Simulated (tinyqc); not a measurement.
## Capacitance measurement on a leaky thin oxide: effects of series resistance and leakage: readings against frequency

The device is a capacitance C in parallel with a leakage conductance G, in series with Rs and Ls. An impedance meter reports either a parallel pair (Cp, Gp) from Y = 1/Z = Gp + i w Cp or a series pair (Cs, Rm) from Z = Rm + 1/(i w Cs); w = 2 pi f, dissipation D = Gp/(w |Cp|).

EOT = 3.9 tox/eox; CET = EOT + zc + zp; C = 3.9 eps0 A/CET; G = Jg A/Vs. Z = Rs + i w Ls + 1/(G + i w C); CET read from Cp = 3.9 eps0 A/Cp; errors under 0.001 % are printed as 0.

Parameters, values chosen for the exercise; values of the order met in thin-oxide MOS capacitors:
```
symbol    value    unit                                                                 meaning
eox         3.9          relative permittivity of the gate insulator (close to silicon dioxide)
tox           3      nm                                                     insulator thickness
A         10000    um^2                                                               gate area
zc         0.33      nm              oxide-equivalent thickness added by the accumulation layer
zp            0      nm                      oxide-equivalent thickness added by gate depletion
Jg      0.00014  A/cm^2              gate leakage current density, not matched to the thickness
Vs         0.28       V                               voltage for an e-fold rise of the leakage
Rs            6     ohm                                                       series resistance
Ls            0      nH                                                       series inductance
```

Constants: eps0 = 8.8541878128e-14 F/cm where lengths are in cm. Results are converted to the units shown.

The same in every row: C (pF) = 103.7.

Readings against frequency:

| f (Hz) | Cp (pF) | Cs (pF) | D | error of Cp (%) | error of Cs (%) | CET read from Cp (nm) |
|---|---|---|---|---|---|---|
| 1000 | 103.7 | 104.3 | 0.07674 | 0 | 0.589 | 3.330 |
| 3000 | 103.7 | 103.8 | 0.02559 | 0 | 0.0654 | 3.330 |
| 10000 | 103.7 | 103.7 | 0.007713 | 0 | 5.89e-3 | 3.330 |
| 30000 | 103.7 | 103.7 | 0.002675 | 0 | 0 | 3.330 |
| 1e5 | 103.7 | 103.7 | 0.001158 | 0 | 0 | 3.330 |
| 3e5 | 103.7 | 103.7 | 0.001429 | 0 | 0 | 3.330 |
| 1e6 | 103.7 | 103.7 | 0.003986 | -1.59e-3 | 0 | 3.330 |
| 3e6 | 103.7 | 103.7 | 0.01175 | -0.0138 | 0 | 3.330 |
| 1e7 | 103.5 | 103.7 | 0.03910 | -0.153 | 0 | 3.335 |
| 3e7 | 102.3 | 103.7 | 0.1173 | -1.36 | 0 | 3.376 |

What does the table show?

D goes from 0.0767 through a minimum of 0.00116 (at f = 1e5 Hz among the rows listed) to 0.117; without inductance its minimum lies at f = sqrt(G (1 + G Rs)/Rs)/(2 pi C) = 1.40e5 Hz. The error of Cp goes from 0 to -1.36 % and that of Cs from 0.589 to 0 %; at low frequency Cp tends to C/(1 + G Rs)^2 and Cs grows as 1 + (G/(w C))^2. One of the two readings is within 2 % of C for f = 1000, 3000, 10000, 30000, 1e5, 3e5, 1e6, 3e6, 1e7, 3e7 Hz.

Program tinyqc, `OMP_NUM_THREADS=1 python tinyqc.py 2022091 2022092 out.jsonl`; Intel Xeon 2.30GHz, shared host, one thread, about 0.01 s.
